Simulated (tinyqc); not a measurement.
Sweep of alpha: linear model of a band gap against the share of exact exchange.

E(alpha) = E0 + S alpha. A wider gap screens less, modelled in the Penn form eps(alpha) = 1 + (e0 - 1)(EP/(EP + S alpha))^2 with a scale EP chosen for the exercise. A dielectric-dependent hybrid takes alpha = 1/eps.

Values chosen for the exercise (of the order of those of GaN; shifted at random, so the results belong to these values and not to a real crystal): E0 = 1.9 eV (gap of the semi-local functional); S = 6.55 eV (slope dE/d(alpha)); e0 = 5.78 (optical dielectric constant at alpha = 0); EP = 20.5 eV (energy scale of the screening); Et = 3.56 eV (target gap).

Also the exciton scale relative to alpha = 0, (m/m(0))(eps(0)/eps)^2, with a mass proportional to E + D, D = E0/2 + 0.3 eV, a k.p rule for direct gaps only.

Results:
```
alpha  E (eV)    eps  alpha eps  exciton scale
0.00    1.900  5.780      0.000           1.00
0.05    2.228  5.631      0.282           1.16
0.10    2.555  5.489      0.549           1.34
0.15    2.882  5.353      0.803           1.53
0.20    3.210  5.223      1.045           1.73
0.25    3.538  5.099      1.275           1.95
0.35    4.192  4.867      1.703           2.44
0.50    5.175  4.554      2.277           3.29
```

alpha eps reaches 1 between alpha = 0.15 and 0.2 (fixed point 0.191), and the target gap is met between 0.25 and 0.35. At the fixed point the gap is 3.15 eV, -0.41 eV from the target. From 0 to 0.25 the gap grows by 1.64 eV while eps falls by 12 %; the exciton scale, which takes both, grows by a factor of 1.95.

Computed by tinyqc, a small Python program: `OMP_NUM_THREADS=1 python tinyqc.py 1880863 1880864 out.jsonl` (the numbers bound the seed that draws the inputs); one thread of a shared host (Intel(R) Xeon(R) Processor @ 2.30GHz), about 0.01 s for the whole set of steps.
